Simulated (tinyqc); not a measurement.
Convergence with the basis: effective-mass impurity with a central-cell term, in a basis of Slater functions. Computed by tinyqc, a small Python program. Command: `OMP_NUM_THREADS=1 python tinyqc.py 3015227 3015228 out.jsonl centralcell walk`. One thread of a shared host (Intel(R) Xeon(R) Processor @ 2.30GHz), about 0.01 s of CPU time with the checks.

The envelope obeys H = -nabla^2 - (2/r) [Z + A exp(-kappa r)] in effective units, with kappa = a*/lambda; positive A deepens the well near the core.

Inputs (values chosen for the exercise, with mass and screening modelled on diamond):

| quantity | value | unit |
|---|---|---|
| effective mass m | 0.57 | m_0 |
| dielectric constant eps | 5.59 | - |
| charge Z of the core | 1 | - |
| central-cell strength A | 0.23 | - |
| central-cell range lambda | 1.6 | angstrom |
| smallest exponent zeta_1 | 0.46 | 1/a* |
| ratio beta of exponents | 3.1 | - |

Impurity: donor, one isotropic band.

Constants: Ry = 13.605693123 eV; a_0 = 0.529177210903 angstrom.

Method:
- Units: Ry* = Ry m/eps^2 and a* = a_0 eps/m, with m in m_0.
- kappa = a*/lambda; the hydrogenic ground state is bound by Z^2 Ry*.
- For s functions exp(-zeta r), with s = zeta_i + zeta_j: S = 2/s^3, T = zeta_i zeta_j S, V = -2 Z/s^2, W = -2 A/(s + kappa)^2; each function is normalised by dividing by sqrt(S_ii S_jj).
- Large basis: zeta_i = 0.06 x 1.6^(i-1), i = 1..22, same formulas; for p functions r exp(-zeta r): S = 24/s^5, T = zeta_i zeta_j S (centrifugal term included), V = -12 Z/s^4, W = -12 A/(s + kappa)^4; overlap eigenvalues below 1e-11 are dropped.
- Binding energies are -E Ry*; the effective quantum number is nu = Z/sqrt(-E); |psi(0)|^2 is given relative to the hydrogenic Z^3/(pi a*^3).
- zeta_i = zeta_1 beta^(i-1), i = 1..n.
- The error is the lowest level above the large-basis value.

kappa = 3.24353 1/a*

Ry* = 248.183 meV

1s binding energy = 266.495 meV

Error of the 1s level:

| n | error (meV) | largest exponent (1/a*) |
|---|---|---|
| 1 | 88.118 | 4.6000e-01 |
| 2 | 8.466 | 1.4260e+00 |
| 3 | 6.335 | 4.4206e+00 |
| 4 | 5.808 | 1.3704e+01 |
| 5 | 5.689 | 4.2482e+01 |
| 6 | 5.661 | 1.3169e+02 |
| 7 | 5.655 | 4.0825e+02 |
| 8 | 5.653 | 1.2656e+03 |

The error falls from 88.1 to 5.65 meV. The last function changes it by less than 5 %: it has levelled off, and what remains is set by beta and zeta_1, not by the range of exponents. Caution: the effective Bohr radius is only a few bond lengths, so the envelope approximation is rough.

Extremes, crossings and ranges named in words are read from the listed rows.
